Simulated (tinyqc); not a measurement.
Shallow donor in an anisotropic valley (effective-mass theory): sweeps and comparisons. A value that a table varies takes the place of the one given here.

One valley: H = -c [(d2/dx2 + d2/dy2)/mt + (d2/dz2)/ml] - q/(eps r), c = hbar^2/2m0, q = e^2/(4 pi eps0). Trial function exp(-sqrt((x^2 + y^2)/a^2 + z^2/b^2)) with a > b: T = (c/3)(2/(mt a^2) + 1/(ml b^2)), V = -(q/eps) atan(u/b)/u, u = sqrt(a^2 - b^2). The central cell of the impurity is left out.

Constants: hbar^2/2m0 = 3.80998211 eV angstrom^2; e^2/(4 pi eps0) = 14.39964547 eV angstrom; Ry = 13.60569312 eV; a0 (Bohr radius) = 0.5291772105 angstrom.

Values chosen for the exercise (near those of a group-V donor in Si; not measured data):

| symbol | value | unit | meaning |
|---|---|---|---|
| mt | 0.193 | m0 | transverse mass |
| eps | 11.5 |  | dielectric constant |
| xs | (1.2, 2.4, 3.4, 5.9, 10, 20, 53, 160) |  | ratios ml/mt |
| E0 | -31 | meV | single-valley level |
| D0 | 4.14 | meV | central-cell shift |
| D1 | 2.09 | meV | coupling of perpendicular valleys |
| D2 | 1.51 | meV | coupling of opposite valleys |
| ml | 0.919 | m0 | longitudinal mass |

## Mass anisotropy

mt and eps fixed, ml varied. Energies in units of Ry*(mt) = Ry mt/eps^2 and lengths in a*(mt) = a0 eps/mt; the last two columns use one mass, 3/(1/ml + 2/mt) or (ml mt^2)^(1/3).

Results:

| ml/mt | a/a* | b/a | binding | conductivity mass | density-of-states mass |
|---|---|---|---|---|---|
| 1.20 | 0.962 | 0.937 | 1.062 | 1.059 | 1.063 |
| 2.40 | 0.841 | 0.733 | 1.307 | 1.241 | 1.339 |
| 3.40 | 0.792 | 0.649 | 1.436 | 1.308 | 1.504 |
| 5.90 | 0.725 | 0.535 | 1.642 | 1.383 | 1.807 |
| 10.0 | 0.674 | 0.446 | 1.839 | 1.429 | 2.154 |
| 20.0 | 0.620 | 0.351 | 2.090 | 1.463 | 2.714 |
| 53.0 | 0.563 | 0.251 | 2.415 | 1.486 | 3.756 |
| 160 | 0.519 | 0.173 | 2.732 | 1.495 | 5.429 |

How do the results move?

The binding grows from 1.06 to 2.73 Ry*(mt); for ml going to infinity the exact problem becomes two-dimensional, with 4 Ry*. The conductivity mass saturates at 1.5 and underbinds, by 16 % at ml/mt = 5.9; the density-of-states mass errs by +10 % there and by +99 % in the last row. With these mt and eps one unit is 19.86 meV.

## Strain along [001] (shallow donor in effective-mass theory, with valley-orbit splitting)

Basis: the 1s envelopes of the valleys +x, -x, +y, -y, +z, -z. Diagonal E0 - D0, element -D2 between opposite valleys and -D1 between perpendicular ones. Strain along [001] adds 2 Ds/3 to the z valleys and -Ds/3 to the others.

Ground level, gap to the next level, weight in the z valleys and contact density (sum of amplitudes)^2/6.

Results:

| Ds (meV) | ground (meV) | gap (meV) | z weight | contact density | ground less band edge (meV) |
|---|---|---|---|---|---|
| -120 | -116.95 | 3.32 | 0.997 | 0.382 | -36.95 |
| -40 | -64.27 | 3.97 | 0.975 | 0.489 | -37.60 |
| -15 | -49.25 | 5.62 | 0.838 | 0.735 | -39.25 |
| -5 | -45.50 | 8.54 | 0.535 | 0.959 | -42.17 |
| 0 | -45.01 | 11.38 | 0.333 | 1.000 | -45.01 |
| 5 | -45.39 | 10.09 | 0.193 | 0.975 | -43.72 |
| 15 | -47.51 | 8.88 | 0.074 | 0.889 | -42.51 |
| 40 | -54.94 | 7.98 | 0.017 | 0.783 | -41.61 |
| 120 | -81.11 | 7.48 | 0.002 | 0.711 | -41.11 |

What can be read from the table?

The scale is the A1-E splitting 6 D1 = 12.5 meV. The contact density is largest without strain and falls to 0.382 and 0.711 at the ends, towards 1/3 (two valleys) and 2/3 (four valleys). The binding below the lowest band edge drops from 45.0 meV to 37.0 meV when the two z valleys are lowest and to 41.1 meV when the four others are, since fewer valleys share the coupling.

## What each parameter does

The minimum of the trial energy. Each row changes one parameter from the base and keeps the others.

Results:

| case | E (meV) | a (angstrom) | b (angstrom) | b/a |
|---|---|---|---|---|
| base | -31.00 | 23.63 | 13.63 | 0.577 |
| ml = 0.735 m0 | -29.35 | 24.49 | 15.27 | 0.623 |
| mt = 0.212 m0 | -33.29 | 21.84 | 13.01 | 0.596 |
| eps = 12.7 | -25.42 | 26.10 | 15.05 | 0.577 |

How do the results move?

The largest shifts from the base row, up to three for each result and ties (the steps differ in size, so this ranks the rows, not the parameters). E (meV): eps +5.58, mt -2.29, ml +1.66. a (angstrom): eps +2.47, mt -1.80, ml +0.86. b (angstrom): ml +1.64, eps +1.42, mt -0.62. b/a: ml +0.047, mt +0.019; unchanged at the printed digits by eps. eps only rescales the solution (E as 1/eps^2, lengths as eps), so b/a depends on ml/mt alone.

Run: tinyqc, `OMP_NUM_THREADS=1 python tinyqc.py 1252384 1252385 out.jsonl`; Intel(R) Xeon(R) Processor @ 2.30GHz, one thread, shared host; about 0.01 s of CPU time with all checks.
